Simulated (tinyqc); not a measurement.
Inside a calculation. Method: Hueckel theory of the pi electrons with the omega technique, for the molecule c1ccc2nc3ccccc3cc2c1 (SMILES; centres numbered as the heavy atoms are written). One step of it, computed by the program tinyqc.

Question. Energy, charges, bond orders. E = sum n x; q_r = z_r - P_rr; bond order p = P_rs; free valence = sqrt(3) - sum of p over the bonds of the atom.

final x values: 2.466706  2.009179  1.506430  1.426756  1.013360  1.004958  0.491839  -0.336506  -0.986722  -0.995084  -1.336616  -1.401770  -1.990922  -2.371607

occupations: 2.000000  2.000000  2.000000  2.000000  2.000000  2.000000  2.000000  0.000000  0.000000  0.000000  0.000000  0.000000  0.000000  0.000000

final P, lower triangle:
```
            1C         2C         3C         4C         5N         6C         7C         8C
1C    0.998018
2C    0.586609   0.988026
3C   -0.003851   0.735842   1.003696
4C   -0.218633   0.023349   0.538439   0.968782
5N    0.014343  -0.199060  -0.032958   0.597914   1.157621
6C    0.114667   0.023806  -0.128180  -0.043361   0.597914   0.968782
7C   -0.006804   0.069187   0.012702  -0.128180  -0.032958   0.538439   1.003696
8C   -0.080054  -0.016824   0.069187   0.023806  -0.199060   0.023349   0.735842   0.988026
9C    0.003521  -0.080054  -0.006804   0.114667   0.014343  -0.218633  -0.003851   0.586609
10C   0.070332   0.012741  -0.034536  -0.014768   0.099977  -0.017523  -0.367844   0.012002
11C  -0.001854   0.115902   0.005176  -0.180873  -0.013195   0.485742   0.002595  -0.217425
12C  -0.200393  -0.032462   0.097697   0.045292  -0.397468   0.045292   0.097697  -0.032462
13C   0.001726  -0.217425   0.002595   0.485742  -0.013195  -0.180873   0.005176   0.115902
14C   0.736979   0.012002  -0.367844  -0.017523   0.099977  -0.014768  -0.034536   0.012741

            9C        10C        11C       12C       13C       14C
9C    0.998018
10C   0.736979   0.992102
11C   0.001726   0.535385   0.994606
12C  -0.200393   0.023095   0.605403  0.951917
13C  -0.001854  -0.131302  -0.000149  0.605403  0.994606
14C   0.070332  -0.010658  -0.131302  0.023095  0.535385  0.992102
```

Centres:

| centre | z_r, pi electrons of the neutral centre | h |
|---|---|---|
| 1C | 1 | 0.000000 |
| 2C | 1 | 0.000000 |
| 3C | 1 | 0.000000 |
| 4C | 1 | 0.000000 |
| 5N | 1 | 0.500000 |
| 6C | 1 | 0.000000 |
| 7C | 1 | 0.000000 |
| 8C | 1 | 0.000000 |
| 9C | 1 | 0.000000 |
| 10C | 1 | 0.000000 |
| 11C | 1 | 0.000000 |
| 12C | 1 | 0.000000 |
| 13C | 1 | 0.000000 |
| 14C | 1 | 0.000000 |

Bonds:

| i | j | k |
|---|---|---|
| 1 | 2 | 1 |
| 2 | 3 | 1 |
| 3 | 4 | 1 |
| 4 | 5 | 1 |
| 5 | 6 | 1.000000 |
| 6 | 7 | 1 |
| 7 | 8 | 1 |
| 8 | 9 | 1 |
| 9 | 10 | 1 |
| 10 | 11 | 1 |
| 11 | 12 | 1 |
| 12 | 13 | 1 |
| 13 | 14 | 1 |
| 14 | 1 | 1 |
| 13 | 4 | 1 |
| 11 | 6 | 1 |

Give: pi energy = 14 alpha + this times beta; pi charges; Bond orders and lengths from R = 1.517 - 0.180 p; free valence of the carbons; gap between the highest filled and the next level.

Answer.

pi energy = 14 alpha + this times beta = 19.838

pi charges: 1C 0.002, 2C 0.012, 3C -0.004, 4C 0.031, 5N -0.158, 6C 0.031, 7C -0.004, 8C 0.012, 9C 0.002, 10C 0.008, 11C 0.005, 12C 0.048, 13C 0.005, 14C 0.008

Bond orders and lengths from R = 1.517 - 0.180 p (angstrom, C-C alone):

| bond | p | R |
|---|---|---|
| 1-2 | 0.587 | 1.411 |
| 2-3 | 0.736 | 1.385 |
| 3-4 | 0.538 | 1.420 |
| 4-5 | 0.598 | - |
| 5-6 | 0.598 | - |
| 6-7 | 0.538 | 1.420 |
| 7-8 | 0.736 | 1.385 |
| 8-9 | 0.587 | 1.411 |
| 9-10 | 0.737 | 1.384 |
| 10-11 | 0.535 | 1.421 |
| 11-12 | 0.605 | 1.408 |
| 12-13 | 0.605 | 1.408 |
| 13-14 | 0.535 | 1.421 |
| 14-1 | 0.737 | 1.384 |
| 13-4 | 0.486 | 1.430 |
| 11-6 | 0.486 | 1.430 |

free valence of the carbons: 1C 0.408, 2C 0.410, 3C 0.458, 4C 0.110, 6C 0.110, 7C 0.458, 8C 0.410, 9C 0.408, 10C 0.460, 11C 0.106, 12C 0.521, 13C 0.106, 14C 0.460

gap between the highest filled and the next level = 0.828 |beta|
